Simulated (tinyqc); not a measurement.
First phase against the interface composition: thermodynamics of metal silicides: hull, first phase, silicon consumed, nucleation and stability against SiO2. Computed by tinyqc, a small Python program. Command: `OMP_NUM_THREADS=1 python tinyqc.py 3020208 3020209 out.jsonl silphase walk`. One thread of a shared host (Intel(R) Xeon(R) Processor @ 2.30GHz), about 0.01 s of CPU time with the checks.

Entropies of formation of the solids are neglected, so heats stand for free energies. Si fractions: M5Si3 0.3750, MSi 0.5000, MSi2 0.6667.

Inputs (values chosen for the exercise, of the order of those of titanium silicides for heats and volumes only): heat of formation of M5Si3 = -70.3 kJ/mol atoms; heat of formation of MSi = -66.1 kJ/mol atoms; heat of formation of MSi2 = -46.3 kJ/mol atoms.

Phases: M5Si3, MSi, MSi2.

Method. Effective heat of formation: at the interface the mixture has the Si fraction x_e; the limiting element scales the heat, H_eff = H x_e/x if x_e < x, H (1 - x_e)/(1 - x) otherwise. The rule names the most negative as the first phase; its restriction to congruently melting phases is left out here.

H_eff (kJ/mol atoms):
```
x_e     M5Si3      MSi     MSi2  first phase
0.10  -18.747  -13.220   -6.945        M5Si3
0.20  -37.493  -26.440  -13.890        M5Si3
0.30  -56.240  -39.660  -20.835        M5Si3
0.36  -67.488  -47.592  -25.002        M5Si3
0.42  -65.238  -55.524  -29.169        M5Si3
0.48  -58.490  -63.456  -33.336          MSi
0.54  -51.741  -60.812  -37.503          MSi
0.60  -44.992  -52.880  -41.670          MSi
0.66  -38.243  -44.948  -45.837         MSi2
0.75  -28.120  -33.050  -34.725         MSi2
```

Each phase is a triangle with its apex at its own composition. In order of x_e the first phase is M5Si3, then MSi, then MSi2. On either side of all three the ranking is that of H/x (Si-poor) or H/(1 - x) (Si-rich).
